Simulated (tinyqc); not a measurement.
Speciation in dilute and buffered hydrofluoric acid, oxide etch rate and bath loading: one step, computed by the program tinyqc.

Concentrations stand for activities, NH4+ and Cl- are spectators, and water ionisation is neglected. H, F and HF2 denote the ions H+, F- and HF2-. The base temperature is 298 K.

Question. Etch rate. Rate = k_a ([HF] + 2 [H2F2]) + k_b [HF2], an empirical two-term form. Time = oxide/rate; a temperature error changes the rate by exp((E_a/k_B)(1/298 - 1/(298 + error))) - 1.

Inputs (values chosen for the exercise, of the order of those for thermal oxide at room temperature): rate constant of neutral HF k_a = 17 nm L/(min mol); rate constant of HF2 k_b = 48 nm L/(min mol); activation energy = 0.38 eV; temperature error = 1.5 K; oxide removed per wafer = 1.8 nm.

[HF] = 0.02727289 mol/L

[H2F2] = 0 mol/L

[HF2] = 0.001716357 mol/L

Constants: k_B = 8.617333262e-05 eV/K.

Give: etch rate; share of HF2 in the rate; etch time; rate change from the temperature error.

Answer.

etch rate = 0.5460 nm/min

share of HF2 in the rate = 15.09 %

etch time = 197.8 s

rate change from the temperature error = 7.693 %
